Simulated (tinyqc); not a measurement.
Minimum-mode following (dimer method) and harmonic rate on a two-dimensional model surface: one step, computed by the program tinyqc.

V(x, y) = h u^2 + t x + (kappa/2)(y + c u)^2 with u = x^2/w^2 - 1; the path runs from the minimum near (-w, 0) to that near (w, 0).

Task: Curvatures and frequencies. Diagonalise the Hessian at the start minimum and at the saddle; nu = 15.6333042 THz x sqrt(|lambda|/M).

Inputs (values chosen for the exercise, for a model surface): height h = 0.73 eV; half width w = 1.5 angstrom; transverse stiffness kappa = 4.6 eV/angstrom^2; curvature c = 0.79 angstrom; tilt t = -0.16 eV/angstrom; mass M = 55.2 u.

Surface: curved double well.

positions (angstrom), rows start, end, saddle, columns x, y:
$$\begin{pmatrix}
-1.434074 & 0.067917 \\
1.558211 & -0.062506 \\
-0.124138 & 0.784589
\end{pmatrix}$$

Constants: nu for 1 eV/(angstrom^2 u) = 15.6333042 THz.

Give: Hessian at the minimum; Hessian at the saddle; eigenvalues at the minimum; eigenvalues at the saddle; frequencies at the minimum; frequencies at the saddle (the first is imaginary).

Result:

Hessian at the minimum (eV/angstrom^2):
$$\begin{pmatrix}
6.9258 & -4.6324 \\
-4.6324 & 4.6000
\end{pmatrix}$$

Hessian at the saddle (eV/angstrom^2):
$$\begin{pmatrix}
-1.2362 & -0.4010 \\
-0.4010 & 4.6000
\end{pmatrix}$$

eigenvalues at the minimum (eV/angstrom^2): [0.987, 10.539]

eigenvalues at the saddle (eV/angstrom^2): [-1.2636, 4.6274]

frequencies at the minimum (THz): [2.0902, 6.8310]

frequencies at the saddle (the first is imaginary) (THz): [2.3653, 4.5264]
